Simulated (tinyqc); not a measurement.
Implant damage, amorphisation by cascade overlap, and solid-phase epitaxial regrowth: one step, computed by the program tinyqc.

Range and width of the damage are inputs. Dynamic annealing enters only through the surviving share f.

Task: The amorphous layer. Displaced share x(z) = f nu Q exp(-(z - R_d)^2/(2 s_d^2))/(sqrt(2 pi) s_d N); the layer is amorphous where x > x_c, between R_d -/+ s_d sqrt(2 ln(x_max/x_c)), the upper edge being cut at the surface. Threshold dose Q_c = Q x_c/x_max.

Inputs (values chosen for the exercise, modelled on indium ions in germanium):
```
quantity                           value    unit
atomic density N                    44.2  1/nm^3
depth of the damage peak R_d          44      nm
width of the damage profile s_d       30      nm
share of defects that survive f     0.53       -
critical displaced share x_c       0.089       -
dose Q                           2.4e+14  1/cm^2
```

displacements per ion nu = 1925.448

Give: peak displaced share x_max; threshold dose Q_c; upper edge; lower edge.

Result:

peak displaced share x_max = 0.7369

threshold dose Q_c = 2.899e+13 1/cm^2

upper edge = 0 nm

lower edge = 105.7 nm

The layer reaches the surface.
